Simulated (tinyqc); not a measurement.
Inside a calculation. Model: donor or exciton in a quantum well (variational effective-mass method). Computed by tinyqc, a small Python program that keeps every step. Command: `OMP_NUM_THREADS=1 python tinyqc.py 3024766 3024767 out.jsonl welldonor walk`. One thread of a shared host (Intel(R) Xeon(R) Processor @ 2.30GHz), about 0.1 s of CPU time with the checks. Intermediate numbers are printed to about 5 digits and carried at full precision; extremes and crossings named in words are read from the listed rows.

H = -nabla^2 - 2/|r - r_i| + V(z) in effective units; trial function psi = f(z) exp(-|r - r_i|/lambda), f the ground state of the well. Mass and screening are the same in well and barrier; l = L/a* is the width in effective units. Bands are flat: no polarisation or applied field.

Inputs (values chosen for the exercise, modelled on GaAs):

| quantity | value | unit |
|---|---|---|
| electron mass m | 0.0648 | m_0 |
| dielectric constant eps | 12.9 | - |
| well width L | 7.8 | nm |
| trial radius lambda | 0.42 | a* |
| donor position z_i/L from the centre | 0.4 | - |
| barrier height V_0 | 0.48 | eV |

Centre: donor. Barriers: finite.

Constants: Ry = 13.605693123 eV; a_0 = 0.529177210903 angstrom.

## Effective units

Ry* = Ry m/eps^2, a* = a_0 eps/m; l = L/a*.

mass used = 0.0648 m_0

Ry* = 5.2981 meV

a* = 10.535 nm

l = 0.74042

## The subband

k solves k tan(k l/2) = sqrt(v - k^2), v = V_0/Ry*, 0 < k l/2 < pi/2 (bisection); f = cos(k z) inside and cos(k l/2) exp(-kappa (|z| - l/2)) outside, kappa = sqrt(v - k^2); subband energy k^2 Ry*.

k = 3.2897 1/a*

subband energy = 57.338 meV

kappa = 8.9318 1/a*

## Binding at the trial radius

Binding E_b(lambda) = -1/lambda^2 + 4 A/(lambda B), with A = int f^2 exp(-2 s/lambda) dz, B = int f^2 exp(-2 s/lambda)(1 + 2 s/lambda) dz and s = |z - z_i|; 40 Gauss-Legendre points on each piece between the walls at z = -l/2 and l/2 and z_i, and out to 12/(kappa + 1/lambda) beyond the walls.

A = 0.15365 a*

B = 0.28958 a*

E_b(lambda) = -0.61563 Ry*

## Best radius

Golden-section search for the maximum over lambda from 0.3 to 4, 40 steps.

best lambda = 1.0114 a*

binding in Ry* = 1.6746

binding energy = 8.8724 meV

radius lambda a* = 10.655 nm

Confinement changes the binding by a factor 1.675 against the bulk value (with finite barriers it peaks in a narrow well and returns to 1 as L tends to 0, and away from the walls of a wide well it tends to 1).

## Binding against well width

Each row maximises over lambda (golden section, 0.3 to 4).

Against width:

| L (nm) | lambda (a*) | binding (Ry*) | binding (meV) |
|---|---|---|---|
| 0.62 | 0.8024 | 2.1839 | 11.571 |
| 1.20 | 0.7495 | 2.4597 | 13.032 |
| 2.30 | 0.7637 | 2.4361 | 12.906 |
| 4.30 | 0.8575 | 2.1034 | 11.144 |
| 7.80 | 1.0114 | 1.6746 | 8.872 |
| 14.00 | 1.2064 | 1.2750 | 6.755 |
| 25.00 | 1.3968 | 0.9537 | 5.052 |

The binding peaks at 2.460 Ry* near L = 1.2 nm: in narrower wells the envelope leaks into the barriers and returns towards three dimensions. In the widest well it is 0.954 Ry*; below 1 because the donor is off centre, where the envelope is small. Rows under about 2 nm are a few atomic layers, where the envelope model is only a guide.

## Binding against position

The formulas are those given above.

Against position:

| z_i/L | lambda (a*) | binding (Ry*) | binding (meV) |
|---|---|---|---|
| 0.0 | 0.8042 | 2.2749 | 12.053 |
| 0.1 | 0.8158 | 2.2250 | 11.788 |
| 0.2 | 0.8524 | 2.0861 | 11.052 |
| 0.3 | 0.9176 | 1.8887 | 10.007 |
| 0.4 | 1.0114 | 1.6746 | 8.872 |
| 0.5 | 1.1243 | 1.4798 | 7.840 |

From the centre to the wall the binding falls from 12.053 to 7.840 meV, 65 % of the centre value, since the walls keep the electron away from an off-centre ion; uniform doping thus gives a band of levels 4.213 meV wide, with a peak in its density at the centre value, where the slope vanishes.

Checks made by the program: the wide-well limit, 1 Ry* (relative difference 3e-03).
